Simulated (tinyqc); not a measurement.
# Interface traps from C-V curves, high-low and Terman methods: what changes with what

MOS capacitor on an n-type substrate; psi is the band bending, negative in depletion; only majority carriers are counted. At the bending psi the Fermi level lies y = xi - psi below the conduction edge at the surface, xi = Vt ln(Nc/Nd). Dit(y) = D0 + D1 exp(-y/E1); traps fill up to the Fermi level, follow the bias and a slow signal, and do not follow a fast one. V is the gate voltage from flat band.

Parameters, values chosen for the exercise; band and dielectric values close to those of gallium arsenide:
- T = 300 K (temperature)
- eps_r = 13.1 (relative permittivity)
- Nc = 4.33e17 cm^-3 (conduction-band density of states at T)
- Nd = 3.8e16 cm^-3 (donor density)
- EOT = 23 nm (equivalent oxide thickness)
- D0 = 7.3e11 cm^-2 eV^-1 (trap density far from the band edge)
- D1 = 1.8e13 cm^-2 eV^-1 (band-tail density at the conduction edge)
- E1 = 0.19 eV (decay energy of the tail)

Constants: q = 1.602176634e-19 C, kB = 1.380649e-23 J/K, Vt = kB T/q, eps0 = 8.8541878128e-14 F/cm where lengths are in cm. Results are converted to the units shown.

Each table varies one quantity; the others keep the values above.

## Subthreshold swing with traps

Cox = 3.9 eps0/EOT, LD = sqrt(eps0 eps_r Vt/(q Nd)), u = psi/Vt, Cd = (eps0 eps_r/(sqrt(2) LD)) |exp(u) - 1|/sqrt(exp(u) - u - 1). At psi = -0.326 V the swing of a transistor with this gate would be S = Vt ln 10 (1 + (Cd + q Dit)/Cox), Dit as above.

Subthreshold swing with traps:

| D0 (cm^-2 eV^-1) | Dit (cm^-2 eV^-1) | q Dit/Cox | S (mV/decade) |
|---|---|---|---|
| 8.5e9 | 2.333e12 | 2.490 | 250.7 |
| 2.5e10 | 2.350e12 | 2.507 | 251.8 |
| 7.3e10 | 2.398e12 | 2.559 | 254.8 |
| 2.1e11 | 2.535e12 | 2.705 | 263.5 |
| 6.2e11 | 2.945e12 | 3.142 | 289.6 |
| 1.8e12 | 4.125e12 | 4.401 | 364.5 |
| 5.3e12 | 7.625e12 | 8.137 | 586.9 |
| 1.5e13 | 1.732e13 | 18.49 | 1203 |

What does the comparison show?

S rises from 251 to 1200 mV/decade; without traps it is 103. The traps add 10 mV/decade at Dit = 1.57e11 cm^-2 eV^-1 and equal Cox at 9.37e11.

## Effect of the oxide thickness on the signal

Ideal V0 = psi - sqrt(2) (eps0 eps_r Vt/LD) sqrt(exp(u) - u - 1)/Cox for psi < 0; the traps add dV = (q/Cox) times the integral of Dit from 0 to psi = (q/Cox) [D0 psi + D1 E1 exp(-xi/E1) (exp(psi/E1) - 1)]. 1/C_HF = 1/Cox + 1/Cd, 1/C_LF = 1/Cox + 1/(Cd + q Dit). All at psi = -0.326 V.

Effect of the oxide thickness on the signal:

| EOT (nm) | dV (mV) | C_HF (nF/cm^2) | C_LF (nF/cm^2) | (C_LF - C_HF)/Cox (%) |
|---|---|---|---|---|
| 1.4 | -146.3 | 103.9 | 481.2 | 15.30 |
| 2.5 | -261.3 | 100.6 | 417.3 | 22.93 |
| 4.4 | -459.8 | 95.29 | 339.3 | 31.10 |
| 8 | -836.1 | 86.68 | 250.7 | 37.99 |
| 14 | -1463 | 75.33 | 174.6 | 40.25 |
| 26 | -2717 | 59.70 | 108.7 | 36.87 |
| 46 | -4807 | 44.36 | 66.69 | 29.75 |

The stretch-out grows in proportion to the EOT, from -146 to -4810 mV, so thin oxides leave Terman's method little to read; the high-low gap goes from 15.3 through a maximum of 40.3 (at EOT = 14 nm among the rows listed) to 29.7 % of Cox.

tinyqc, about 0.01 s, one thread, Intel Xeon 2.30GHz (shared host): `OMP_NUM_THREADS=1 python tinyqc.py 2030012 2030013 out.jsonl`
